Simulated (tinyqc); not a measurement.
## Surface Green function of a dimerised chain, Sancho-Rubio decimation: effect of the broadening

A semi-infinite lead of cells 0, 1, 2, ... with H0 inside a cell and H1 = <cell i|H|cell i + 1>. Cell A, B with A at the surface; -t1 joins A and B, -t2 joins B to the next A. z = E + i eta.

Start with e_s = e = H0, a = H1, b = H1^dagger. Each round: g = (z - e)^(-1); e_s <- e_s + a g b; e <- e + a g b + b g a; a <- a g a; b <- b g b (all with the old a, b). Round k joins cells 2^k apart. Stop when the largest entry of the matrices a and b is below 1e-12 eV; g_s = (z - e_s)^(-1), bulk (z - e)^(-1), density of states -Im Tr/pi. The last column counts the steps of the plain recursion g <- (z - H0 - H1 g H1^dagger)^(-1), one cell a step from g = (z - H0)^(-1), until no entry changes by more than 1e-8 1/eV.

Inputs (values chosen for the exercise):
```
symbol  value  unit  meaning
E        0.07    eV   energy
```

H0 (eV):
```
       A      B
A      0  -1.33
B  -1.33      0
```

H1 (eV):
```
    A  B
A   0  0
B  -1  0
```

Results:
```
eta (eV)  rounds  surface density of states (1/eV)  plain steps
0.3            7                            0.1515           22
0.1            7                           0.05992           27
0.02           7                           0.01231           28
0.01           7                          0.006162           28
0.004          7                          0.002465           28
```

Estimate the missing row, eta = 0.04 eV.

Computed row:
```
eta (eV)  rounds  surface density of states (1/eV)  plain steps
0.04           7                           0.02454           28
```

With this row back in the table: The rounds go from 7 to 7 and the plain steps from 22 to 28. Outside the bands both counts level off, and the density of states vanishes as eta^(1.00) between the last two rows: it is the Lorentzian tail of states at other energies.

tinyqc, about 0.01 s, one thread, Intel Xeon 2.30GHz (shared host): `OMP_NUM_THREADS=1 python tinyqc.py 2680030 2680031 out.jsonl`
